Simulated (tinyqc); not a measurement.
X-ray reflectivity of a thin film on silicon: critical angles, Parratt recursion, fringes and roughness: one step, computed by the program tinyqc.

n = 1 - delta + i beta; the classical electron radius is r_e = 2.8179403e-6 nm. Layer 0 is vacuum, 1 the film, 2 the substrate.

Question. Optical constants. delta = r_e lambda^2 rho_e/(2 pi), rho_e = density x electrons per mass x N_A; critical angle sqrt(2 delta), q_c = 4 sqrt(pi r_e rho_e).

Inputs (values chosen for the exercise, modelled on Al2O3 on silicon, copper K-alpha radiation):

| quantity | value | unit |
|---|---|---|
| wavelength lambda | 0.15406 | nm |
| film density rho | 2.96 | g/cm^3 |
| effective electrons per unit mass, film | 0.493 | mol/g |
| beta/delta, film | 0.012 | - |
| substrate density | 2.33 | g/cm^3 |
| effective electrons per unit mass, substrate | 0.507 | mol/g |
| beta/delta, substrate | 0.023 | - |

Constants: N_A = 6.02214076e+23 1/mol.

Give: the table «Constants» with the columns rho_e (1/nm^3), delta, beta, critical angle (degrees), q_c (1/nm), for layer = film, substrate.

Answer.

Constants:

| layer | rho_e (1/nm^3) | delta | beta | critical angle (degrees) | q_c (1/nm) |
|---|---|---|---|---|---|
| film | 878.80 | 9.3545e-06 | 1.1225e-07 | 0.24783 | 0.35281 |
| substrate | 711.40 | 7.5726e-06 | 1.7417e-07 | 0.22298 | 0.31744 |
